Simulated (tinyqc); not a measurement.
A ladder of methods, and size consistency: correlation methods against full CI in the sto-3g basis, for H2, spin multiplicity 1. Computed by the program tinyqc with PySCF. 

Geometry (angstrom):
```
atom       x       y       z
H     0.0000  0.0000  0.0000
H     0.0000  0.0000  0.8710
```

RHF energy of one = -1.098298 hartree

All electrons correlated; +Q is the Davidson correction (1 - c0^2) E_corr. The last columns treat two copies 100 angstrom apart as one system. FCI is the lowest singlet.

Correlation energies (hartree):
```
method   E_corr of one  share of FCI (%)  E_corr of two at 100 angstrom  two minus twice one (mhartree)
MP2          -0.016516           61.1828                      -0.033032                          0.0000
CISD         -0.026995          100.0000                      -0.052949                          1.0405
CISD+Q       -0.027535          102.0030                      -0.054952                          0.1188
CCSD         -0.026995          100.0000                      -0.053989                          0.0000
CCSD(T)      -0.026995          100.0000                      -0.053989                          0.0000
FCI          -0.026995          100.0000                              -                               -
```

MP2 recovers 61 %, CISD 100.0 % and CCSD 100.0 % of the FCI value (c0^2 = 0.980 in CISD). MP2 and coupled cluster are size consistent, so their last column vanishes; CISD loses 1.04 mhartree, since a double excitation on each copy is a quadruple of the pair, and the Davidson correction leaves +0.12. With two electrons, or one virtual orbital, CISD and CCSD are exact for one copy, so +Q overshoots there.
